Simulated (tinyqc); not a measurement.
What moves the Fermi level: gated graphene: carriers, quantum capacitance and optical conductivity.

Cones E = +/- hv |k|, four flavours, D(E) = 2|E|/(pi hv^2). n = (2/pi)(kT/hv)^2 F_1(mu/kT), p = (2/pi)(kT/hv)^2 F_1(-mu/kT), in 1/angstrom^2 (1e16 for 1/cm^2); F_1(eta) = integral_0^infinity x dx/(1 + exp(x - eta)). Cq/e^2 = d(n - p)/d mu = (2 kT/(pi hv^2)) ln(2 + 2 cosh(mu/kT)).

Gate: V = mu/e + e (n - p)/Cox with Cox/e^2 = k/(4 pi e2 t), t in angstrom, e2 = e^2/(4 pi eps0); 1/(eV angstrom^2) in C/e^2 equals 1602.176634 microfarad/cm^2; total 1/C = 1/Cox + 1/Cq.

Constants: kB = 8.617333262e-05 eV/K; e^2/(4 pi eps0) = 14.39964547 eV angstrom.

Parameters, chosen for this exercise (Fermi velocity near that of graphene, gate dielectric near SiO2; shifted at random, so the results belong to these values and not to a real crystal):
```
symbol  value  unit         meaning
hv      6.66   eV angstrom  hbar vF
T       300    K
k       3.91                dielectric constant of the gate layer
t       10     nm           its thickness
V       -2.61  V            gate voltage from the neutrality point
```

All results formed anew.

Results for these values:
```
case  mu (eV)  n - p (1/cm^2)   C/Cox
base  -0.2617      -5.074e+12  0.9456
```

What happens to each result for V = -3.393 V, all else kept?

Answer: mu falls from -0.2617 to -0.3015; n - p falls from -5.074e+12 to -6.680e+12; C/Cox rises from 0.9456 to 0.9524.

The same for each parameter in turn:
```
case                   mu (eV)  n - p (1/cm^2)   C/Cox
base                   -0.2617      -5.074e+12  0.9456
V = -3.393 V           -0.3015      -6.680e+12  0.9524
t = 7 nm               -0.3110      -7.097e+12  0.9353
k = 4.69               -0.2859      -6.024e+12  0.9406
hv = 7.33 eV angstrom  -0.2873      -5.019e+12  0.9403
T = 400 K              -0.2586      -5.081e+12  0.9450
```

Program tinyqc; command `OMP_NUM_THREADS=1 python tinyqc.py 1682234 1682235 out.jsonl`; about 0.01 s on one thread of a shared Intel(R) Xeon(R) Processor @ 2.30GHz.
